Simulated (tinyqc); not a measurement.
Via and link resistance from two via chains.

Problem. A chain of 2000 vias joined by 2000 metal links has R = 2000 (Rv + Rlink), with Rlink proportional to the link length. Find Rv, Rlink for length L, and the value of Rv that the short chain would give if the links were ignored.

resistance of chains of 2000 links with link lengths L and 3 L (ohm): 80000  96000

Answer. R per link is a straight line in the link length; its intercept at zero length is Rv.

Rv = 36.00 ohm
Rlink = 4.000 ohm
Rv without correction = 40.00 ohm

tinyqc, about 0.01 s, one thread, Intel Xeon 2.30GHz (shared host): `OMP_NUM_THREADS=1 python tinyqc.py 2750011 2750012 out.jsonl`
